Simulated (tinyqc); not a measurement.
# Pillar capacitor in an array: capacitance, non-linearity, leakage and relaxation: several studies

A film between two metal electrodes, each interface adding a series capacitance ci. The small-signal permittivity is ek (1 + aq E^2); the field is found with the linear permittivity. Leakage J = J0 sinh(E/Ef). After a voltage step the film passes a relaxation current kr C V tt^(-nr), tt being the time in seconds. The sidewall is a coaxial capacitor with radii a = dm/2 and b = dm/2 + t, depth AR dm; the end face is left out.

Values chosen for this exercise; permittivity of the order of that of hafnium oxide:
```
symbol,value,unit,meaning
ek,22.7,,relative permittivity of the film
t,13,nm,film thickness
ci,1000,uF/cm^2,capacitance of each electrode interface (dead layer and screening)
aq,0.0048,cm^2/MV^2,quadratic field coefficient of the permittivity
V,1,V,bias
nr,0.973,,exponent of the relaxation current
kr,0.00015,,strength of the relaxation
J0,2e-11,A/cm^2,leakage prefactor
Ef,0.19,MV/cm,field for an e-fold rise of the leakage
AR,20,,"aspect ratio, depth over diameter"
pt,140,nm,pitch of the square array
rho,1700,uohm cm,resistivity of the inner electrode
t0,1e-7,s,duration of the write pulse
```

Constants: eps0 = 8.8541878128e-14 F/cm where lengths are in cm. Results are converted to the units shown.

Each table varies one quantity; the others keep the values above.

## Capacitance, non-linearity and leakage against thickness

Planar film: Cf = eps0 ek/t, 1/C = 1/Cf + 2/ci, EOT = 3.9 eps0/C, effective permittivity C t/eps0, E = (V/t) C/Cf; quadratic coefficient [C(V)/C - 1]/V^2 with Cf (1 + aq E^2) in C(V).

Capacitance, non-linearity and leakage against thickness:

| t (nm) | C (uF/cm^2) | EOT (nm) | effective permittivity | E (MV/cm) | quadratic coefficient (ppm/V^2) | J (A/cm^2) |
|---|---|---|---|---|---|---|
| 2.5 | 7.912 | 0.4364 | 22.34 | 3.937 | 7.313e4 | 0.009962 |
| 3.7 | 5.374 | 0.6426 | 22.46 | 2.674 | 3.393e4 | 1.292e-5 |
| 5.5 | 3.628 | 0.9518 | 22.54 | 1.805 | 1.552e4 | 1.336e-7 |
| 8.2 | 2.439 | 1.416 | 22.59 | 1.214 | 7034 | 5.942e-9 |
| 12 | 1.669 | 2.069 | 22.62 | 0.8306 | 3300 | 7.914e-10 |
| 18 | 1.114 | 3.099 | 22.65 | 0.5543 | 1472 | 1.844e-10 |
| 27 | 0.7433 | 4.646 | 22.67 | 0.3698 | 655.5 | 6.861e-11 |
| 40 | 0.5020 | 6.879 | 22.68 | 0.2497 | 299.1 | 3.454e-11 |
| 60 | 0.3348 | 10.32 | 22.68 | 0.1666 | 133.1 | 1.987e-11 |

What does the table show?

C falls from 7.91 to 0.335 uF/cm^2 while the effective permittivity goes from 22.3 to 22.7 (ek = 22.7). EOT is a straight line in t with slope 3.9/ek = 0.172 and intercept 0.00691 nm. The quadratic coefficient goes as t^(-1.96) between the first two rows and t^(-2.00) between the last two (-2 without interfaces), and J falls by 8.70 decades. For t = 2.5, 3.7 direct tunnelling, left out, would add to the leakage.

## Cell against the diameter of the pillar

Per length 1/c = ln(b/a)/(2 pi eps0 ek) + (1/a + 1/b)/(2 pi ci); cell capacitance c AR dm; per footprint over pt^2; fields c V/(2 pi eps0 ek r) at r = a and b; resistance of the inner electrode rho AR dm/(pi a^2); time constant R C/3 of the distributed line. The pitch is scaled as pt dm/(66 nm).

Cell against the diameter of the pillar:

| dm (nm) | cell capacitance (fF) | per footprint (uF/cm^2) | field at a (MV/cm) | field at b (MV/cm) | R (kohm) | R C/3 (ps) |
|---|---|---|---|---|---|---|
| 34 | 1.5070 | 28.973 | 1.0323 | 0.58496 | 12.732 | 6.3959 |
| 45 | 2.4844 | 27.267 | 0.97151 | 0.61575 | 9.6200 | 7.9668 |
| 61 | 4.3259 | 25.837 | 0.92058 | 0.64546 | 7.0967 | 10.233 |
| 81 | 7.3261 | 24.816 | 0.88420 | 0.66935 | 5.3445 | 13.051 |
| 110 | 13.054 | 23.976 | 0.85427 | 0.69095 | 3.9355 | 17.124 |
| 150 | 23.628 | 23.338 | 0.83154 | 0.70870 | 2.8860 | 22.730 |
| 190 | 37.301 | 22.964 | 0.81820 | 0.71971 | 2.2784 | 28.329 |
| 260 | 68.687 | 22.582 | 0.80459 | 0.73145 | 1.6650 | 38.122 |

As dm goes from 34 to 260, the cell capacitance rises from 1.51 to 68.7 fF, the capacitance per footprint falls from 29.0 to 22.6 uF/cm^2, the ratio of the two fields falls from 1.76 to 1.10 and R C/3 rises from 6.40 to 38.1 ps; the time constant goes as dm^(0.78) between the first two rows and dm^(0.95) between the last two.

## Charge lost after writing

Planar film: Cf = eps0 ek/t, 1/C = 1/Cf + 2/ci, EOT = 3.9 eps0/C, effective permittivity C t/eps0, E = (V/t) C/Cf. A capacitor written for t0 and then left open loses, as a share of C V, kr (tt^(1 - nr) - t0^(1 - nr))/(1 - nr) by relaxation and J tt/(C V) by leakage; both are taken as small, and rows far outside that range are left out.

The same in every row: leakage current (nA/cm^2) = 0.56588.

Results:

| tt (s) | relaxation current (nA/cm^2) | loss by relaxation (%) | loss by leakage (%) | total loss (%) |
|---|---|---|---|---|
| 1e-6 | 1.5921e5 | 0.023061 | 3.6714e-8 | 0.023061 |
| 1e-5 | 16943 | 0.047601 | 3.6714e-7 | 0.047601 |
| 0.0001 | 1802.9 | 0.073715 | 3.6714e-6 | 0.073719 |
| 0.001 | 191.86 | 0.10150 | 3.6714e-5 | 0.10154 |
| 0.1 | 2.1726 | 0.16254 | 0.0036714 | 0.16622 |
| 1 | 0.23120 | 0.19603 | 0.036714 | 0.23275 |
| 10 | 0.024603 | 0.23167 | 0.36714 | 0.59881 |
| 100 | 0.0026181 | 0.26959 | 3.6714 | 3.9410 |

Estimate the missing row, tt = 0.01 s.

Computed row:

| tt (s) | relaxation current (nA/cm^2) | loss by relaxation (%) | loss by leakage (%) | total loss (%) |
|---|---|---|---|---|
| 0.01 | 20.417 | 0.13108 | 3.6714e-4 | 0.13144 |

With this row back in the table: The two currents are equal at tt = 0.399 s. The loss by relaxation grows from 0.0231 to 0.270 %, by 0.0245 points over the first decade and 0.0379 over the last, while the loss by leakage grows tenfold a decade. Leakage is the larger loss for tt = 10, 100 s. For tt = 100 the falling voltage would already cut the leakage, so the linear estimate overstates the loss.

Computed by the program tinyqc: `OMP_NUM_THREADS=1 python tinyqc.py 2102188 2102189 out.jsonl`, one thread of a shared Intel Xeon 2.30GHz, about 0.01 s for the whole run.
